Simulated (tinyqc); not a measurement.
Inputs raised by 5 %, one at a time: time-domain thermoreflectance: layered heat flow under a modulated pulse train, and what the signal ratio measures. Computed by tinyqc, a small Python program. Command: `OMP_NUM_THREADS=1 python tinyqc.py 3112811 3112812 out.jsonl tdtr sens`. One thread of a shared host (Intel(R) Xeon(R) Processor @ 2.30GHz), about 0.3 s of CPU time with the checks.

Pulses repeat at 80 MHz; heat is laid down at the surface, all layers are isotropic, and the film is in perfect contact with the substrate.

Inputs (values chosen for the exercise, modelled on aluminium on GaN):
```
quantity                                value        unit
metal thickness d                          86          nm
metal conductivity                        130     W/(m K)
metal heat capacity                      2.42  MJ/(m^3 K)
boundary conductance G under the metal    140  MW/(m^2 K)
film thickness                            230          nm
film conductivity                         1.1     W/(m K)
film heat capacity                        2.6  MJ/(m^3 K)
substrate conductivity kappa              188     W/(m K)
substrate heat capacity C                2.58  MJ/(m^3 K)
modulation frequency f                      1         MHz
spot radius w (1/e^2, pump and probe)      12  micrometre
delay t                                   210          ps
```

Stack: metal, film, substrate.

Method:
- For radial wave number k and angular frequency W each layer has u = sqrt(4 pi^2 k^2 + i W C/kappa) and gamma = kappa u. Surface impedance from below: Z = 1/gamma for the substrate; a layer of thickness L maps Z to (Z + tanh(u L)/gamma)/(1 + gamma Z tanh(u L)); a boundary adds 1/G.
- Response per absorbed watt H(W) = 2 pi int_0^(2/w) Z(k, W) exp(-pi^2 k^2 w^2) k dk by 20 Gauss-Legendre points.
- Signal: X + iY = sum_(m = -M..M) H(2 pi (f + m f_r)) exp(i 2 pi m f_r t) exp(-pi (m/M)^2 x 4), f_r = 80 MHz, M = 4000, with H(-W) the complex conjugate of H(W); V_in = X, V_out = Y, ratio = -V_in/V_out.

Runs:
```
input moved                                         from     to  ratio -V_in/V_out  V_in (K/mW)  V_out (K/mW)  phase of H(2 pi f) (degrees)
base run                                               -      -             2.1258      0.42368      -0.19930                       -29.833
substrate conductivity kappa (W/(m K))               188  197.4             2.1332      0.42400      -0.19876                       -29.743
substrate heat capacity C (MJ/(m^3 K))              2.58  2.709             2.1315      0.42375      -0.19880                       -29.766
modulation frequency f (MHz)                           1   1.05             2.0523      0.41549      -0.20245                       -30.821
spot radius w (1/e^2, pump and probe) (micrometre)    12   12.6             2.1120      0.38503      -0.18231                       -29.983
film conductivity (W/(m K))                          1.1  1.155             2.2088      0.41566      -0.18818                       -29.015
film thickness (nm)                                  230  241.5             2.0123      0.42721      -0.21230                       -31.159
delay t (ps)                                         210  220.5             2.1237      0.42327      -0.19931                       -29.833
```

Exponents ln(y'/y) / ln(x'/x):
```
input                                  ratio -V_in/V_out    V_in   V_out  phase of H(2 pi f)
substrate conductivity kappa                       0.072   0.015  -0.056              -0.062
substrate heat capacity C                          0.055   0.003  -0.051              -0.046
modulation frequency f                            -0.721  -0.400   0.321               0.668
spot radius w (1/e^2, pump and probe)             -0.134  -1.961  -1.827               0.103
film conductivity                                  0.785  -0.392  -1.177              -0.570
film thickness                                    -1.125   0.170   1.295               0.891
delay t                                           -0.021  -0.020   0.001               0.000
```

Which inputs matter most for each result?

Among the inputs moved here: ratio -V_in/V_out answers most in size to film thickness (exponent -1.125), next to film conductivity (+0.785). V_in answers most in size to spot radius w (1/e^2, pump and probe) (exponent -1.961), next to modulation frequency f (-0.400). Its exponent -1.961 in spot radius w (1/e^2, pump and probe): one-dimensional flow, power over area. V_out answers most in size to spot radius w (1/e^2, pump and probe) (exponent -1.827), next to film thickness (+1.295). Phase of H(2 pi f) answers most in size to film thickness (exponent +0.891), next to modulation frequency f (+0.668); its exponent is below 0.0005 for delay t.
